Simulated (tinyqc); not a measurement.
Worked calculation: plane-wave Kohn-Sham cycle with exchange-only LDA in a layered model solid. One step of it, computed by the program tinyqc.

Task: Iteration 1: potential. V_H(G) = 4 pi rho(G)/G^2 for G != 0 (uniform background); v_x = -(3 rho/pi)^(1/3); V = V_ext + V_H + v_x; Fourier components f(G_m) = (1/N) sum_j f(x_j) exp(-i G_m x_j).

A solid whose potential varies along x alone (atomic units):
```
parameter,value
period a,11.900000
cross-section of the cell,39.000000
electrons per cell,2
grid points,16
"plane waves -n..n, n",2
k points,3
V1 in V1 cos(2 pi x/a),-0.590000
```

density at the start, on the grid x_j = j a/N (e/bohr^3): 0.00430942  0.00430942  0.00430942  0.00430942  0.00430942  0.00430942  0.00430942  0.00430942  0.00430942  0.00430942  0.00430942  0.00430942  0.00430942  0.00430942  0.00430942  0.00430942

Give: Potentials on the grid; V(G_m), m = 0, 1, 2, ....

Result:

Potentials on the grid (hartree):
```
x,V_ext,V_H,v_x,V
0.0000,-0.5900,0.0000,-0.1602,-0.7502
0.7438,-0.5451,0.0000,-0.1602,-0.7053
1.4875,-0.4172,0.0000,-0.1602,-0.5774
2.2313,-0.2258,0.0000,-0.1602,-0.3860
2.9750,0,0.0000,-0.1602,-0.1602
3.7188,0.2258,0.0000,-0.1602,0.0655
4.4625,0.4172,0.0000,-0.1602,0.2569
5.2062,0.5451,0.0000,-0.1602,0.3848
5.9500,0.5900,0.0000,-0.1602,0.4298
6.6937,0.5451,0.0000,-0.1602,0.3848
7.4375,0.4172,0.0000,-0.1602,0.2569
8.1813,0.2258,0.0000,-0.1602,0.0655
8.9250,0,0.0000,-0.1602,-0.1602
9.6687,-0.2258,0.0000,-0.1602,-0.3860
10.4125,-0.4172,0.0000,-0.1602,-0.5774
11.1562,-0.5451,0.0000,-0.1602,-0.7053
```

V(G_m), m = 0, 1, 2, ... (hartree): -0.1602  -0.2950  0.0000  0.0000  0.0000
